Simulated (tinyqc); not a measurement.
Six-transistor SRAM cell, nodal equations and margins: two steps of the calculation.

Two cross-coupled inverters (pull-down bn, pull-up bp) hold the nodes Q and QB; access transistors (ba, threshold VTn, gate on the word line at Vdd when selected) join them to the bit lines. Transistor (EKV form, voltages against the body): I = 2 n b Vt^2 [F(vp - Vs) - F(vp - Vd)] from drain to source, F(v) = ln^2(1 + exp(v/(2 Vt))), vp = (Vg - VT + sg |Vd - Vs|)/n. n-channel bodies are at 0; for the p-channel device all voltages are counted down from Vdd. b in uA/V^2 gives I in uA. For an access transistor the bit line is the drain and the node the source. In a read both bit lines are at Vdd. The cell is symmetric (no mismatch).

Values chosen for this exercise:
- T = 250 K (temperature)
- Vdd = 0.75 V (supply voltage)
- n = 1.34 (slope factor)
- sg = 0.036 (drain-induced barrier lowering)
- VTn = 0.31 V (n-channel threshold)
- VTp = 0.27 V (p-channel threshold (magnitude))
- bn = 620 uA/V^2 (gain factor of the pull-down transistor)
- ba = 250 uA/V^2 (gain factor of the access transistor)
- bp = 260 uA/V^2 (gain factor of the pull-up transistor)

Constants: q = 1.602176634e-19 C, kB = 1.380649e-23 J/K, Vt = kB T/q. Results are converted to the units shown.

Question 1. Node voltages in a read by Newton steps. F1 = In(gate QB, drain Q) - Ip(gate QB, drain Q) - Ia(bit line, Q), F2 the same with Q and QB exchanged; J by central differences with +/- 1e-6 V; solve J d = -F, limit each component to +/- 0.15 V and add.

(Q, QB) after iteration 1 (V): Q 0.05183121, QB 0.74999905

Give: F1, F2; J; (Q, QB) after iteration 2.

Answer 1.

F1, F2 (uA): -1.5359  0.0001

J (uS):
```
	Q	QB
F1	333.24	32.28
F2	0.01	111.27
```

(Q, QB) after iteration 2 (V): Q 0.05644, QB 0.75000

Question 2. Read current and disturbance. Iread = Ia(bit line at Vdd, source Q); cell ratio bn/ba; time to pull a bit line of 20 fF down by 0.1 V at that current.

(Q, QB) (V): Q 0.056477585, QB 0.74999731

Give: Iread; cell ratio; time.

Answer 2.

Iread = 14.14 uA
cell ratio = 2.480
time = 141.4 ps

Program tinyqc, `OMP_NUM_THREADS=1 python tinyqc.py 2340030 2340031 out.jsonl`; Intel Xeon 2.30GHz, shared host, one thread, about 0.1 s.
